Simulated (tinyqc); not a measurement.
Temperature and repopulation: deformation-potential model of the Delta valleys of a conduction band.

Valleys with axes along x, y and z, each a pair at +k and -k. Herring-Vogt shift of a valley with unit axis a: dE = Xd tr(e) + Xu a.e.a. Non-degenerate shares n_i = exp(-dE_i/kT)/sum_j exp(-dE_j/kT). Inverse mass tensor of a valley: (1 - a a)/mt + a a/ml; the masses are taken as independent of strain.

s11 = (C11 + C12)/((C11 - C12)(C11 + 2 C12)), s12 = -C12/((C11 - C12)(C11 + 2 C12)), s44 = 1/C44; exx = s11 sxx + s12 (syy + szz) and cyclic, exy = s44 sxy/2; tension is positive. A uniaxial stress X along the unit vector n is s_ij = X n_i n_j.

Constants: kB = 8.617333262e-05 eV/K.

Parameters, chosen for this exercise (near those of Si; not measured data): ml = 0.931 m0 (longitudinal mass); mt = 0.193 m0 (transverse mass); Xd = 1.1 eV (dilation potential); Xu = 9.09 eV (uniaxial potential); C11 = 165.6 GPa; C12 = 63.5 GPa; C44 = 79.6 GPa; load = uniaxial [110] (kind of stress); X = 0.46 GPa (stress).

The load is fixed; m_c along [110] as 1/(u.M.u).

Results:

| T (K) | kT (meV) | n x | n y | n z | m_c (m0) |
|---|---|---|---|---|---|
| 50 | 4.31 | 0.008 | 0.008 | 0.983 | 0.1943 |
| 77 | 6.64 | 0.042 | 0.042 | 0.916 | 0.1996 |
| 150 | 12.93 | 0.145 | 0.145 | 0.709 | 0.2182 |
| 225 | 19.39 | 0.205 | 0.205 | 0.590 | 0.2305 |
| 300 | 25.85 | 0.238 | 0.238 | 0.525 | 0.2378 |
| 400 | 34.47 | 0.262 | 0.262 | 0.475 | 0.2437 |
| 500 | 43.09 | 0.277 | 0.277 | 0.446 | 0.2473 |

The largest share falls from 0.983 at 50 K to 0.446 at 500 K (equal shares: 0.333); m_c goes from 0.1943 to 0.2473, against 0.2623 without stress. Only spread/kT enters, so the small-stress response goes as 1/T.

Program tinyqc; command `OMP_NUM_THREADS=1 python tinyqc.py 1050525 1050526 out.jsonl`; about 0.03 s on one thread of a shared Intel(R) Xeon(R) Processor @ 2.30GHz.
